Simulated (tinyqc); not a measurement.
# Reverse leakage of an n+-p junction: diffusion, generation, trap-assisted and band-to-band tunnelling: leakage components against the temperature

One-sided abrupt junction in the depletion approximation, x from the junction (0) to W on the p side, field F = F0 (1 - x/W). Flat quasi-Fermi levels, long p side. Traps generate through SRH with both lifetimes shortened by 1 + Gamma (Hurkx enhancement, form for moderate fields); band-to-band generation is local and needs a total bending above Eg.

Nc and Nv are given at 250 K and scale as (T/250 K)^1.5; all else is held fixed. ni = sqrt(Nc Nv) exp(-Eg/(2 Vt)), Eg in volts; Vbi = Vt ln(Na Nd/ni^2); W = sqrt(2 eps0 eps_r (Vbi + VR)/(q Na)); F0 = 2 (Vbi + VR)/W; FG = sqrt(24 mt m0 (kB T)^3)/(q hbar); J_diff = q ni^2 sqrt(Dn/tau)(1 - exp(-VR/Vt))/Na. u = (Vbi + VR)(1 - x/W)^2, p = Na exp(-u/Vt), n = Nd exp((u - Vbi - VR)/Vt); G0 = ni^2 (1 - exp(-VR/Vt))/(tau (n + p + 2 ni cosh(Et/Vt))); Gamma = 2 sqrt(3 pi)(F/FG) exp((F/FG)^2); trap-assisted part G0 Gamma; G_bb = Ab F^2.5 exp(-Bb/F) with F in V/cm, zero unless Vbi + VR > Eg. Currents are q times the integrals over 0 to W; J_bb under 1e-8 of J is printed as 0; rows with F0/FG above 2.2, beyond the range of this Gamma, are left out.

Parameters, values chosen for the exercise; band and dielectric values close to those of germanium:
- Eg = 0.672 eV (band gap)
- eps_r = 16.2 (relative permittivity)
- Nc = 7.91e18 cm^-3 (conduction-band density of states at the reference temperature)
- Nv = 4.49e18 cm^-3 (valence-band density of states at the reference temperature)
- Na = 1.1e17 cm^-3 (acceptor density of the lighter side)
- Nd = 1e20 cm^-3 (donor density of the heavier side)
- tau = 8e-9 s (SRH lifetime of both carriers at zero field)
- Et = 0 eV (trap level above the intrinsic level)
- mt = 0.13 m0 (tunnelling mass)
- Dn = 29 cm^2/s (electron diffusion coefficient on the lighter side)
- Ab = 5.9e14 cm^-0.5 V^-2.5 s^-1 (band-to-band prefactor)
- Bb = 5.19e6 V/cm (band-to-band field constant)
- VR = 1.3 V (reverse bias)

Constants: q = 1.602176634e-19 C, kB = 1.380649e-23 J/K, hbar = 1.054571817e-34 J s, m0 = 9.1093837015e-31 kg, Vt = kB T/q, eps0 = 8.8541878128e-14 F/cm where lengths are in cm. Results are converted to the units shown.

Results:

| T (K) | F0 (kV/cm) | F0/FG | J_diff (A/cm^2) | J_SRH (A/cm^2) | J_TAT (A/cm^2) | J_bb (A/cm^2) | J (A/cm^2) | largest part |
|---|---|---|---|---|---|---|---|---|
| 220 | 219 | 1.31 | 8.56e-10 | 9.55e-6 | 1.14e-4 | 7.15e-8 | 1.24e-4 | trap-assisted tunnelling |
| 250 | 219 | 1.08 | 8.84e-8 | 9.85e-5 | 7.15e-4 | 6.64e-8 | 8.14e-4 | trap-assisted tunnelling |
| 280 | 218 | 0.909 | 3.51e-6 | 6.31e-4 | 0.00320 | 6.12e-8 | 0.00384 | trap-assisted tunnelling |
| 310 | 217 | 0.778 | 7.06e-5 | 0.00288 | 0.0111 | 5.60e-8 | 0.0140 | trap-assisted tunnelling |
| 340 | 217 | 0.675 | 8.57e-4 | 0.0102 | 0.0313 | 5.10e-8 | 0.0424 | trap-assisted tunnelling |
| 400 | 215 | 0.525 | 0.0435 | 0.0762 | 0.161 | 4.15e-8 | 0.281 | trap-assisted tunnelling |

Estimate the missing row, T = 370 K.

Computed row:

| T (K) | F0 (kV/cm) | F0/FG | J_diff (A/cm^2) | J_SRH (A/cm^2) | J_TAT (A/cm^2) | J_bb (A/cm^2) | J (A/cm^2) | largest part |
|---|---|---|---|---|---|---|---|---|
| 370 | 216 | 0.593 | 0.00709 | 0.0300 | 0.0756 | 4.61e-8 | 0.113 | trap-assisted tunnelling |

With this row back in the table: J rises from 1.24e-4 to 0.281 A/cm^2. Trap-assisted tunnelling leads at T = 220 and in all other rows. Activation energies over the table: 0.748 eV for diffusion (Eg = 0.672 eV, raised by the T^3 of ni^2), 0.379 eV for SRH generation (Eg/2 + |Et| = 0.336 eV), 0.306 eV for the trap-assisted part, lower since Gamma grows on cooling; the total shows 0.297 eV at the cold end and 0.388 eV at the hot end.

Range of the model: The n+ side is degenerate, so Vbi from Boltzmann statistics is only a guide.

Computed by the program tinyqc: `OMP_NUM_THREADS=1 python tinyqc.py 2290094 2290095 out.jsonl`, one thread of a shared Intel Xeon 2.30GHz, about 0.01 s for the whole run.
